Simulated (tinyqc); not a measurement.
# Rectangular fin or nanosheet with a gate all round, subbands and threshold shift from confinement: what changes with what

Undoped body with a flat potential across it, hard walls, transport along x. One isotropic valley (g = 1, mx = my = mz = me). Non-parabolicity enters the subband edges through E (1 + al E) = gamma, so E = 2 gamma/(1 + sqrt(1 + 4 al gamma)); motion within a subband is taken as parabolic with the band-edge mass. Energies are counted from the bulk band edge.

Inputs (values chosen for the exercise); masses close to those of InAs:
- T = 300 K (temperature)
- me = 0.0232 m0 (mass at the band edge)
- al = 2.6 1/eV (non-parabolicity)
- t = 7.1 nm (width (along y))
- dl = 0.2 nm (widening of the box by penetration into the insulator)
- Cg = 3.8 uF/cm^2 (gate capacitance per area of interface)
- H = 10.6 nm (height (along z))

Constants: q = 1.602176634e-19 C, kB = 1.380649e-23 J/K, hbar = 1.054571817e-34 J s, m0 = 9.1093837015e-31 kg, Vt = kB T/q, hbar^2/(2 m0) = 0.0380998212 eV nm^2. Results are converted to the units shown.

Each table varies one quantity; the others keep the values above.

## Confinement against the width

gamma = C pi^2 [a^2/(my (t + dl)^2) + b^2/(mz (H + dl)^2)], C = hbar^2/(2 m0). Each subband has N_k = g sqrt(2 mx m0 kB T/(pi hbar^2)); without degeneracy n = exp(EF/Vt) sum N_k exp(-E_k/Vt). Classical value Nc times t H, Nc = sum over valleys of 2 g (m m0 kB T/(2 pi hbar^2))^1.5 with m = (mx my mz)^(1/3). Threshold shift dVT = Vt ln(classical value/sum N_k exp(-E_k/Vt)). With degeneracy n = sum N_k F((EF - E_k)/Vt), F(x) = (1/sqrt(pi)) int_0^infinity u^(-1/2) du/(1 + exp(u - x)); gate: Vg = EF + q n/(Cg P), P = 2 (t + H), summed over the 60 lowest subbands at most, with Vg counted from the value that would put EF at the bulk band edge of an empty body. The last two columns are for Vg = 0.6 V; sensitivity d(dVT)/dt by central differences between 0.99 and 1.01 times the value.

Results:
```
t (nm)	E_1 (meV)	gap to the next edge (meV)	dVT (mV)	sensitivity (mV/nm)	n/P (cm^-2)	share of the lowest subband (%)
3	643.9	90.93	559.8	-218.3	4.116e10	96.78
3.8	500.5	107.4	422.9	-133.5	5.195e11	87.69
6.1	305.2	141.1	240.1	-45.83	1.206e12	60.63
7.7	243.9	155.9	184.9	-25.61	1.473e12	49.80
9.8	198.5	168.7	145.8	-13.32	1.776e12	39.07
12	171.4	144.2	123.8	-7.349	2.015e12	31.90
16	145.6	92.72	104.8	-2.978	2.303e12	24.18
20	132.8	64.16	96.38	-1.484	2.506e12	19.43
```

Estimate the missing row, t = 4.8 nm.

Computed row:
```
t (nm)	E_1 (meV)	gap to the next edge (meV)	dVT (mV)	sensitivity (mV/nm)	n/P (cm^-2)	share of the lowest subband (%)
4.8	390.6	124.3	319.2	-80.06	9.659e11	67.83
```

With this row back in the table: As t grows from 3 to 20 nm, E_1 falls from 644 to 133 meV and dVT falls from 560 to 96.4 mV. E_1 goes as t^(-1.07) at the thin end; a thickness error of 0.2 nm moves the threshold by 44 mV in the first row and 0.30 mV in the last. The charge per interface area rises from 4.12e10 to 2.51e12 cm^-2. For t = 9.8, 12, 16, 20 the charge in the last two columns would bend the potential across the body noticeably, which is left out.

## Charge and subband filling against gate voltage

Same model as above.

Each subband has N_k = g sqrt(2 mx m0 kB T/(pi hbar^2)). Cq = q dn/dEF.

Results:
```
Vg (V)	EF - E_1 (eV)	n (cm^-1)	n/P (cm^-2)	share of the lowest subband (%)	Cq/(Cg P)	total C/(Cg P)
0.11	-0.1531	1896	5.356e8	99.71	8.718e-4	8.711e-4
0.23	-0.03497	1.559e5	4.403e10	99.66	0.06124	0.05770
0.36	0.08040	1.384e6	3.910e11	96.80	0.1347	0.1187
0.48	0.1823	2.906e6	8.210e11	72.30	0.2223	0.1819
0.61	0.2880	4.947e6	1.397e12	53.70	0.2988	0.2301
0.73	0.3740	7.795e6	2.202e12	38.90	0.4642	0.3170
0.98	0.5456	1.438e7	4.062e12	25.49	0.5695	0.3629
1.11	0.6255	1.859e7	5.252e12	21.12	0.6574	0.3967
```

Estimate the missing row, Vg = 0.86 V.

Computed row:
```
Vg (V)	EF - E_1 (eV)	n (cm^-1)	n/P (cm^-2)	share of the lowest subband (%)	Cq/(Cg P)	total C/(Cg P)
0.86	0.4635	1.120e7	3.163e12	30.17	0.4134	0.2925
```

With this row back in the table: EF passes E_1 = 0.263 eV at Vg = 0.268 V. The share of the lowest subband falls from 99.7 to 21.1 % and the total capacitance moves up and down between 8.71e-4 and 0.397 of Cg P. In the last row 61 % of an added gate voltage goes into raising EF (from the last two rows). For Vg = 0.86, 0.98, 1.11 the charge would bend the potential across the body noticeably, which is left out.

Range of the model: Non-parabolicity also makes carriers heavier within each subband, which is left out, so densities of states are understated at high energy.

tinyqc, about 0.08 s, one thread, Intel Xeon 2.30GHz (shared host): `OMP_NUM_THREADS=1 python tinyqc.py 2350008 2350009 out.jsonl`
